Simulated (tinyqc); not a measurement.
Worked calculation: donor level screened by free carriers (Yukawa potential). Values are carried at full precision from step to step, so a last printed digit may differ when a step is redone from the rounded ones.

Screening wave number: Debye ks^2 = 4 pi q n/(eps kB T); Thomas-Fermi ks^2 = 6 pi q n/(eps EF) with EF = c (3 pi^2 n/gv)^(2/3)/m, c = hbar^2/2m0; the two are joined by 1/ks^2 = sqrt(1/ks_D^4 + 1/ks_TF^4). 1e18/cm^3 = 1e-6/angstrom^3, q = e^2/(4 pi eps0).

Constants: e^2/(4 pi eps0) = 14.39964547 eV angstrom; kB = 8.617333262e-05 eV/K; hbar^2/2m0 = 3.80998211 eV angstrom^2; Ry = 13.60569312 eV; a0 (Bohr radius) = 0.5291772105 angstrom.

Parameters, chosen for this exercise (near those of a donor in InP, with one mean mass; the results hold for these values, not for the real material):
```
symbol  value  unit         meaning
m       0.084  m0           mass
eps     12.4                dielectric constant
gv      1                   valleys
T       200    K            temperature
n       0.038  x 1e18/cm^3  free-carrier density
```

## Units and screening length

Give Ry* = Ry m/eps^2, a* = a0 eps/m, EF, the three values of ks, and x = ks a*.

Ry* = 7.433 meV
a* = 78.12 angstrom
EF = 4.91 meV

ks: Debye, Thomas-Fermi, joined (1/angstrom): 0.00567  0.01302  0.00562

x = 0.4392

EF/kB T = 0.28, so the Debye value, the smaller one, controls the screening.

## One-parameter trial function

Potential -(q/(eps r)) exp(-ks r), q = e^2/(4 pi eps0). In units Ry* = Ry m/eps^2 and a* = a0 eps/m the problem is [-Laplacian - 2 exp(-x r)/r] psi = E psi with x = ks a*.

For exp(-z r): E(z) = z^2 - 8 z^3/(2z + x)^2 in Ry*. Scan z = 0.5, 0.6, ..., 1.1, then minimise; first order gives -1 + 2x.

Scan (Ry*):
```
z    kinetic  potential        E
0.5   0.2500    -0.4828  -0.2328
0.6   0.3600    -0.6431  -0.2831
0.7   0.4900    -0.8112  -0.3212
0.8   0.6400    -0.9850  -0.3450
0.9   0.8100    -1.1631  -0.3531
1.0   1.0000    -1.3446  -0.3446
1.1   1.2100    -1.5287  -0.3187
```

best z = 0.900
E = -0.3531 Ry*
binding = 2.62 meV

First order in x would give -0.122 Ry*, a rigid shift by q ks/eps; it overstates the loss of binding by 0.232 Ry*.

## Converged levels

Converged values use 18 functions exp(-z r), z = 1.55^i, i = -11 to 6: S = 2/A^3, H = z_i z_j S - 2/(A + x)^2, A = z_i + z_j.

The 1s and 2s levels and the mean radius.

1s = -0.3553 Ry*
binding = 2.64 meV
<r> = 135.3 angstrom
second root = 0.0000 Ry*

The trial function misses by 0.0022 Ry*. Screening leaves 36 % of the bare binding, 0.15 kB T. 2s is no longer bound (it unbinds at x = 0.310). At this density n^(1/3) a* is past the Mott value 0.26, so real donors overlap and form no separate level.

## Checks

- 1s at x = 0.5 against the known -0.29623 Ry*: both -0.29623.
- 1s at x = 0 against -1: both -1.00000.

(tinyqc, `OMP_NUM_THREADS=1 python tinyqc.py 1280509 1280510 out.jsonl`, Intel(R) Xeon(R) Processor @ 2.30GHz, 1 thread, shared host, about 0.01 s.)
